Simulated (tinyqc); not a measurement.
Free and trapped electrons in a MOS channel with a dense trap tail: free and trapped charge against gate voltage.

p-type body, charge-sheet picture, full ionisation (an idealisation for deep acceptors), Boltzmann statistics for free electrons. e = Ec - EF at the surface. Acceptor-like traps of density D(E) = D0 + De exp(-E/Ew) at depth E below Ec, from 0 to Eu, hold n_t = integral of D(E)/(1 + exp((e - E)/Vt)). psi = Eg - Vt ln(Nv/Na) - e; N_dep = sqrt(2 eps0 eps_r Na (psi - Vt)/q); n_f = sqrt(N_dep^2 + 2 eps0 eps_r Vt Nc exp(-e/Vt)/q) - N_dep; Vg = Vfb + psi + q (N_dep + n_t + n_f)/Cox, Cox = eps0 eox/tox.

Free share n_f/(n_f + n_t); swing ln 10 n_f/(dn_f/dVg); field-effect mobility mf q (dn_f/dVg)/Cox, for a constant mf; oxide field q (N_dep + n_t + n_f)/(eps0 eox).

Values chosen for this exercise; band and dielectric values close to those of gallium nitride:
- T = 250 K (temperature)
- Eg = 3.42 eV (band gap)
- eps_r = 9.32 (relative permittivity)
- Nc = 1.76e18 cm^-3 (conduction-band density of states at T)
- Nv = 3.56e19 cm^-3 (valence-band density of states at T)
- eox = 3.9 (relative permittivity of the insulator)
- tox = 78 nm (insulator thickness)
- Na = 2e16 cm^-3 (acceptor density)
- Vfb = -2.67 V (flat-band voltage without trapped charge)
- D0 = 2.9e10 cm^-2 eV^-1 (constant background density of acceptor-like traps)
- De = 7.9e13 cm^-2 eV^-1 (density of the tail at the conduction edge)
- Ew = 0.08 eV (decay energy of the tail)
- Eu = 0.94 eV (depth below Ec down to which the traps reach)
- mf = 120 cm^2/(V s) (mobility of free electrons)

Constants: q = 1.602176634e-19 C, kB = 1.380649e-23 J/K, Vt = kB T/q, eps0 = 8.8541878128e-14 F/cm where lengths are in cm. Results are converted to the units shown.

Result of one run:
```
Vg (V)	e (eV)	n_f (cm^-2)	n_t (cm^-2)	free share (%)	swing (mV/decade)	field-effect mobility (cm^2/(V s))	oxide field (MV/cm)
21.4	0.01855	9.577e10	4.846e12	1.938	7867	12.17	2.670
```

What becomes of these results when the gate voltage Vg is changed from 21.4 to 14.5 V, all else the same?

Result of the changed run:
```
Vg (V)	e (eV)	n_f (cm^-2)	n_t (cm^-2)	free share (%)	swing (mV/decade)	field-effect mobility (cm^2/(V s))	oxide field (MV/cm)
14.5	0.06616	1.113e10	3.043e12	0.3643	6377	1.745	1.792
```

The whole series:
```
Vg (V)	e (eV)	n_f (cm^-2)	n_t (cm^-2)	free share (%)	swing (mV/decade)	field-effect mobility (cm^2/(V s))	oxide field (MV/cm)
4.1	0.2702	8.912e5	2.630e11	3.388e-4	627.5	0.001420	0.4848
7.6	0.1455	2.856e8	1.179e12	0.02421	2668	0.1070	0.9175
11	0.09803	2.561e9	2.097e12	0.1220	4625	0.5537	1.347
14.5	0.06616	1.113e10	3.043e12	0.3643	6377	1.745	1.792
17.9	0.04169	3.403e10	3.949e12	0.8544	7546	4.510	2.225
21.4	0.01855	9.577e10	4.846e12	1.938	7867	12.17	2.670
24.8	-0.005523	2.656e11	5.606e12	4.524	7469	35.56	3.103
28.2	-0.03187	7.247e11	6.075e12	10.66	8781	82.52	3.536
31.7	-0.05401	1.516e12	6.243e12	19.54	1.397e4	108.5	3.982
```

n_f reaches 1e11 cm^-2 at Vg = 21.5 V, against 3.88 V without traps. The free share rises from 3.39e-4 to 19.5 % and the field-effect mobility rises from 0.00142 to 108 cm^2/(V s), although mf = 120 is constant: in the last row 90.4 % of Cox dVg goes into free electrons. The swing in the first row is 628 mV a decade (Vt ln 10 = 49.6). For Vg = 17.9, 21.4, 24.8, 28.2, 31.7 EF lies less than 2 Vt below the band edge, or above it, where degeneracy and confinement, left out, matter.

tinyqc, about 0.03 s, one thread, Intel Xeon 2.30GHz (shared host): `OMP_NUM_THREADS=1 python tinyqc.py 2222031 2222032 out.jsonl`
